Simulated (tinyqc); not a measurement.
From results back to parameters: trap in a gate oxide as a short-range spherical well. Two cases, with inputs chosen for the exercise.

Problem. In the Lucovsky model sigma goes as (h nu - Et)^(3/2)/(h nu)^3. The ratio of the cross-sections at h1 and h2 was computed from a hidden Et.

Find: Et.

Method. y = [ratio (h1/h2)^3]^(2/3), and Et = (h1 - y h2)/(1 - y): the plot of (sigma (h nu)^3)^(2/3) against h nu is a line through Et.

Case 1.

Values chosen (out of a larger set: near those of SiO2 on 4H SiC; not measured data): h1 = 3.438 eV (first photon energy); h2 = 4.467 eV (second photon energy).

sigma(h1)/sigma(h2) = 0.716448

Solution.

Et = 2.510 eV

Case 2.

Values chosen (out of a larger set: near those of Al2O3 on GaAs; not measured data): h1 = 1.589 eV (first photon energy); h2 = 2.144 eV (second photon energy).

sigma(h1)/sigma(h2) = 0.601469

Solution.

Et = 1.232 eV

Computed by tinyqc, one run a case: `OMP_NUM_THREADS=1 python tinyqc.py N N+1 out.jsonl` with N = 1282086, 1282115; one thread of a shared Intel(R) Xeon(R) Processor @ 2.30GHz, about 0.01 s a run at most.
